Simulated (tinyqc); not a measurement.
Minority-electron transport through the base of a bipolar transistor (Moll-Ross and Kroemer integrals): one step, computed by the program tinyqc.

Low injection, one dimension, x from the emitter edge (0) to the collector edge (W), s = x/W. Recombination is treated as a small correction (valid for tau_B well below tau_n), computed from the stored charge.

Problem. Profile and built-in field. N(x) = N_0 (ratio)^(-s); n_i(x) = n_i; D(x) = (k_B T/e) mu, mu = mu_min + (mu_max - mu_min)/(1 + (N/N_ref)^0.7). Field that drives electrons towards the collector, averaged over the base: (k_B T/e) ln[N_0 n_i(W)^2/(N(W) n_i^2)]/W.

Inputs (values chosen for the exercise, modelled on silicon):
```
quantity                               value        unit
base doping at the emitter edge N_0  8.9e+17      1/cm^3
base width W                             360          nm
mu_min                                   170  cm^2/(V s)
mu_max                                  1350  cm^2/(V s)
N_ref                                1.1e+17      1/cm^3
temperature T                            300           K
doping ratio N_0/N(W)                     27           -
```

Base doping profile: exponential. Gap grading: none. Exit of the base: saturation velocity.

Constants: k_B = 8.617333262e-05 eV/K.

Give: Across the base; drift factor eta (potential drop in k_B T/e); mean built-in field.

Solution.

Across the base:
```
s    N (1/cm^3)  n_i(x)^2/n_i^2  D (cm^2/s)  y (s/cm^5)
0.0   8.900e+17               1       10.13   8.788e+16
0.2   4.604e+17               1       12.59   3.658e+16
0.4   2.381e+17               1       15.62   1.524e+16
0.6   1.232e+17               1       19.04   6.469e+15
0.8   6.372e+16               1       22.53   2.829e+15
1.0   3.296e+16               1       25.72   1.281e+15
```

drift factor eta (potential drop in k_B T/e) = 3.296

mean built-in field = 2.367 kV/cm
